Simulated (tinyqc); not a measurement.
Deep-level transient spectroscopy: one step of the calculation.

Schottky contact on an n-type layer with shallow donors Nd (all ionised) and a donor-like deep trap, neutral when filled and positive when empty; depletion approximation. Traps within lam of the depletion edge stay filled. A long pulse to Vp fills the traps beyond x1 = Wp - lam; back at Vr those between x1 and x2 = Wr - lam emit. A rate window reads S = C(t2) - C(t1).

Question. Widths. lam = sqrt(2 eps0 eps_r (EF - ET)/(q Nd)), EF - ET = Et - (kB T/q) ln(Nc(T)/Nd), Nc(T) = Nc (T/300 K)^1.5. In the steady state at the band bending V, 2 eps0 eps_r V/q = Nd W^2 + Nt (W - lam)^2 (the second term only if W > lam). V = Vbi + Vr gives Wr and V = Vbi + Vp gives Wp; x1 = max(Wp - lam, 0).

Parameters, values chosen for the exercise; material values close to those of silicon: relative permittivity eps_r = 11.7; conduction-band density of states at 300 K Nc = 2.85e19 cm^-3; shallow donor density Nd = 1.4e15 cm^-3; built-in voltage Vbi = 0.61 V; depth of the trap below the conduction edge Et = 0.16 eV; trap density Nt = 1.1e13 cm^-3; reverse bias Vr = 8.9 V; reverse bias during the filling pulse Vp = 0.6 V; temperature of the transient T = 114 K.

Constants: q = 1.602176634e-19 C, kB = 1.380649e-23 J/K, eps0 = 8.8541878128e-14 F/cm where lengths are in cm. Results are converted to the units shown.

Wanted: lam; Wr; Wp; x1; x2; G = (x2^2 - x1^2)/Wr^2.

Answer.

lam = 266.3 nm
Wr = 2954 nm
Wp = 1055 nm
x1 = 788.5 nm
x2 = 2688 nm
G = (x2^2 - x1^2)/Wr^2 = 0.7566

Numbers from tinyqc (`OMP_NUM_THREADS=1 python tinyqc.py 2050037 2050038 out.jsonl`; about 0.01 s on one thread of a shared Intel Xeon 2.30GHz).
